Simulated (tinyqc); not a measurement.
Threshold-voltage variability of a planar MOSFET, analytic estimates: one step of the calculation.

Three independent sources add in quadrature: random dopants in the depleted layer, metal-gate grains of two orientations, and roughness of the two gate edges acting through the roll-off VT = VT(long) - Vr exp(-L/l). These are first-order estimates: no three-dimensional electrostatics, no percolation.

Task. Metal grains and edge roughness. Grains: Ng = L W/G^2 (at least 1), s2 = dW sqrt(p (1 - p)/Ng). Edges, with exponential correlation and u = W/La: the mean gate length has sL^2 = 2 De^2 (2/u)[1 - (1 - exp(-u))/u]; s3 = sL (Vr/l) exp(-L/l).

Values chosen for this exercise; material values close to those of silicon:

| symbol | value | unit | meaning |
|---|---|---|---|
| L | 20 | nm | gate length |
| W | 58 | nm | gate width |
| G | 4 | nm | metal grain size |
| dW | 0.2 | eV | work-function difference of the two grain orientations |
| p | 0.3 |  | share of the orientation of higher work function |
| De | 1.3 | nm | rms roughness of one gate edge |
| La | 30 | nm | correlation length of the roughness |
| l | 3.5 | nm | decay length of the threshold roll-off |
| Vr | 1.1 | V | prefactor of the roll-off |

Wanted: Ng; s2; sL; dVT/dL; s3.

Result.

Ng = 72.50
s2 = 10.76 mV
sL = 1.396 nm
dVT/dL = 1.037 mV/nm
s3 = 1.447 mV

Computed by the program tinyqc: `OMP_NUM_THREADS=1 python tinyqc.py 2090048 2090049 out.jsonl`, one thread of a shared Intel Xeon 2.30GHz, about 0.01 s for the whole run.
